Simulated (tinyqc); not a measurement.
Worked calculation: Jacobi rotations on a symmetric matrix. One step of it, computed by the program tinyqc.

Problem. Jacobi rotation 1. Take the largest off-diagonal element A_pq; tan 2 theta = 2 A_pq / (A_qq - A_pp) with |theta| <= pi/4; A' = J^T A J with J_pp = J_qq = cos, J_pq = sin, J_qp = -sin.

A, lower triangle:
```
,1,2,3,4,5
1,0.527000
2,-0.128000,0.684000
3,0.213000,0.466000,0.739000
4,0.206000,-0.235000,-0.287000,0.751000
5,0.223000,-0.002000,-0.560000,0.410000,1.441000
```

Give: p, q, theta; A'.

Solution.

p, q, theta (rad): 3.000  5.000  -0.505

A', lower triangle:
```
,1,2,3,4,5
1,0.527
2,-0.128,0.684
3,0.294,0.407,0.429
4,0.206,-0.235,-0.053,0.751
5,0.092,-0.227,0.000,0.498,1.751
```
